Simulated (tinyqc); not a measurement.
Strain along [001]: shallow donor in effective-mass theory, with valley-orbit splitting.

Basis: the 1s envelopes of the valleys +x, -x, +y, -y, +z, -z. Diagonal E0 - D0, element -D2 between opposite valleys and -D1 between perpendicular ones. Strain along [001] adds 2 Ds/3 to the z valleys and -Ds/3 to the others.

Values chosen for the exercise (near those of a group-V donor in Si; not measured data): E0 = -29.5 meV (single-valley level); D0 = 4.48 meV (central-cell shift); D1 = 3.67 meV (coupling of perpendicular valleys); D2 = 2.94 meV (coupling of opposite valleys).

Ground level, gap to the next level, weight in the z valleys and contact density (sum of amplitudes)^2/6.

Results:
```
Ds (meV)  ground (meV)  gap (meV)  z weight  contact density  ground less band edge (meV)
-120           -117.87       6.83     0.992            0.422                       -37.87
-40             -66.61       8.90     0.922            0.612                       -39.94
-15             -54.15      13.11     0.673            0.885                       -44.15
-5              -51.87      17.50     0.444            0.987                       -48.54
0               -51.60      20.56     0.333            1.000                       -51.60
5               -51.83      19.13     0.245            0.990                       -50.17
15              -53.34      17.30     0.134            0.943                       -48.34
120             -85.10      14.06     0.007            0.740                       -45.10
```

Give the missing row, Ds (meV) = 40.

Computed row:
```
Ds (meV)  ground (meV)  gap (meV)  z weight  contact density  ground less band edge (meV)
40              -59.77      15.40     0.042            0.842                       -46.44
```

The scale is the A1-E splitting 6 D1 = 22.0 meV. The contact density is largest without strain and falls to 0.422 and 0.740 at the ends, towards 1/3 (two valleys) and 2/3 (four valleys). The binding below the lowest band edge drops from 51.6 meV to 37.9 meV when the two z valleys are lowest and to 45.1 meV when the four others are, since fewer valleys share the coupling.

Run: tinyqc, `OMP_NUM_THREADS=1 python tinyqc.py 1252446 1252447 out.jsonl`; Intel(R) Xeon(R) Processor @ 2.30GHz, one thread, shared host; about 0.01 s of CPU time with all checks.
